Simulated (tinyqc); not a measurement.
# Worked calculation: bandgap voltage reference from two bipolar transistors

tinyqc, about 0.02 s, one thread, Intel Xeon 2.30GHz (shared host): `OMP_NUM_THREADS=1 python tinyqc.py 2062107 2062108 out.jsonl` Printed values are rounded.

Two transistors of area 1 and N carry the same current I. Is(T) = Is (T/T0)^eta exp[(Vg0 q/kB)(1/T0 - 1/T)], VBE1 = Vt ln(I/Is(T)) + I rb, VBE2 = Vt ln(I/(N Is(T))) + I rb/N. The amplifier forces I R1(T) = VBE1 - VBE2 + Vos, with R(T) = R (1 + tc (T - T0)) for both resistors, and the output is Vref = VBE1 + I R2(T). Base currents and the Early effect are neglected.

Values chosen for this exercise; values of the order met in silicon bipolar transistors:
```
symbol    value   unit                                                   meaning
T0          298      K                                     reference temperature
Vg0       1.149      V                      band-gap voltage extrapolated to 0 K
eta         3.8                   temperature exponent of the saturation current
Is      7.4e-16      A           saturation current of the unit transistor at T0
N             8                              area ratio of the second transistor
R1           27   kohm  resistor across which the difference of VBE falls, at T0
tc            0  ppm/K                 temperature coefficient of both resistors
Vos           0     mV                                   offset of the amplifier
rb            0    ohm                  series resistance of the unit transistor
R2        345.5   kohm                                     output resistor at T0
T           333      K                                               temperature
```

Constants: q = 1.602176634e-19 C, kB = 1.380649e-23 J/K. Results are converted to the units shown.

## Operating point at the reference temperature

Vt = kB T/q; I = (Vt ln N + Vos)/(R1(T) - rb (1 - 1/N)). Evaluate at T = T0.

Vt = 0.0256797 V
I = 1.97775 uA
Is(T) = 7.4e-16 A
VBE1 = 0.557411 V
I R2 = 0.683314 V
Vref = 1.24072 V

## Operating point at another temperature

Vt = kB T/q; I = (Vt ln N + Vos)/(R1(T) - rb (1 - 1/N)).

Vt = 0.0286957 V
I = 2.21004 uA
Is(T) = 1.24420e-13 A
VBE1 = 0.479007 V
I R2 = 0.763569 V
Vref = 1.24258 V

From T0 to T, VBE1 changes by -78.4 mV and I R2 by 80.3 mV, which leaves 1.85 mV in Vref.

## Resistor for zero slope at T0, ideal case

With tc = 0, Vos = 0 and rb = 0 the current is proportional to T, dVBE/dT = (VBE - Vg0 - (eta - 1) Vt)/T, and Vref has zero slope at T0 when Vref = Vg0 + (eta - 1) Vt0. Find VBE1, its slope, that Vref, R2/R1 and the curvature d2Vref/dT2 = -(eta - 1) kB/(q T0).

VBE1 = 0.557411 V
dVBE/dT = -2.22648 mV/K
Vref = 1.22090 V
R2/R1 = 12.4251
curvature = -0.809682 uV/K^2
